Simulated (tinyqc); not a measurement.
Changing the interface energy gamma: classical nucleation, growth and JMAK kinetics of crystallisation from a melt or glass. Computed by tinyqc, a small Python program. Command: `OMP_NUM_THREADS=1 python tinyqc.py 3007907 3007908 out.jsonl nucl sweep`. One thread of a shared host (Intel(R) Xeon(R) Processor @ 2.30GHz), about 0.01 s of CPU time with the checks.

A spherical nucleus cap on a flat wall with a sharp interface of isotropic energy gamma; lambda = Omega^(1/3) is the jump distance.

Inputs (values chosen for the exercise, for a model substance): melting point T_m = 760 K; heat of melting per volume H = 438 J/cm^3; atomic volume Omega = 25.1 angstrom^3; temperature T = 461 K; diffusion prefactor D0 = 3.1e-07 m^2/s; activation energy Q = 0.805 eV; contact angle theta = 95 degrees; wall area per volume S_v = 1e+06 1/m.

Nucleation: on a flat wall. Driving force: Turnbull (linear).

Constants: e = 1.602176634e-19 C; k_B = 1.380649e-23 J/K; k_B = 8.617333262e-05 eV/K.

Method:
- Driving force per volume: dG = H (T_m - T)/T_m.
- Shape factor f = (2 + cos theta)(1 - cos theta)^2/4.
- W(r) = f [4 pi r^2 gamma - (4/3) pi r^3 dG]; r* = 2 gamma/dG; W* = f 16 pi gamma^3/(3 dG^2); n* = f (4/3) pi r*^3/Omega.
- D = D0 exp(-Q/(k_B T)); attachment rate k+ = (A*/lambda^2) D/lambda^2 with A* = 2 pi r*^2 (1 - cos theta); Zeldovich factor Z = sqrt(W*/(3 pi k_B T))/n*; sites per volume N = S_v/lambda^2; I = N Z k+ exp(-W*/(k_B T)); lag time = 1/(4 pi Z^2 k+).
- Growth (Wilson-Frenkel): u = (D/lambda) [1 - exp(-dG Omega/(k_B T))].
- JMAK with steady nucleation and growth, nuclei spread at random: extended fraction X_e = (pi/3) I u^3 t^4, X = 1 - exp(-X_e); t_X = [-3 ln(1 - X)/(pi I u^3)]^(1/4); final grains per volume = Gamma(5/4) (3/pi)^(1/4) (I/u)^(3/4), Gamma(5/4) = 0.9064024771.
- The nose is the T between 0.3 and 0.97 T_m where I u^3 is largest; the time is for X = 1e-6, and the critical cooling rate is estimated as (T_m - T_nose)/t_nose.

One run for each value; columns: (1) interface energy gamma (J/m^2); (2) barrier W* (eV); (3) nucleation rate I (1/(m^3 s)); (4) nose temperature (K); (5) critical cooling rate (K/s):
```
(1)         (2)         (3)     (4)         (5)
0.0335  0.07484  9.8605e+27  616.21  3.7620e+07
0.0376  0.10581  4.7898e+27  602.57  2.3390e+07
0.0417  0.14434  1.9125e+27  589.29  1.3794e+07
0.0458  0.19124  6.1556e+26  576.37  7.7274e+06
0.0500  0.24882  1.5094e+26  563.52  4.0498e+06
0.0541  0.31519  2.9538e+25  551.35  2.0477e+06
0.0582  0.39242  4.3850e+24  539.55  9.8381e+05
0.0623  0.48133  4.8387e+23  528.11  4.4878e+05
```

Describe and explain the trends.

Over the rows, barrier W* (eV) rises from 0.0748 to 0.481 (exponent d ln y / d ln x about 3.0 throughout); nucleation rate I (1/(m^3 s)) falls from 9.86e27 to 4.84e23 (exponent d ln y / d ln x -6.3 between the first rows and -32 between the last); nose temperature (K) falls from 616 to 528 (exponent d ln y / d ln x -0.19 between the first rows and -0.31 between the last). The exponent of barrier W* stays at 3: W* goes as gamma^3. Across a change of gamma by a factor 1.86 the rate falls by 4.3 decades, because W* enters the exponent as gamma^3; this is why measured rates fix gamma well and computed gamma fixes rates badly.

Caution (rows 0.0335, 0.0376, 0.0417, 0.0458, 0.0500, 0.0541, 0.0582): with under 20 atoms in the nucleus or a barrier under 10 k_B T the capillary model is only a guide. Caution (rows 0.0335, 0.0376, 0.0417, 0.0458, 0.0500, 0.0541, 0.0582): homogeneous nucleation, left out here, would be as fast or faster: the wall offers too few sites or too small a cut in the barrier. Caution (rows 0.0335, 0.0376, 0.0417): at the nose the nucleus has under 20 atoms or the barrier is under 10 k_B T, so the result is only a guide. Caution (rows 0.0335, 0.0376, 0.0417, 0.0458, 0.0500, 0.0541, 0.0582): at the nose the lag time is not small against the nose time, so steady nucleation overstates the critical cooling rate.

Extremes, crossings and ranges named in words are read from the listed rows.
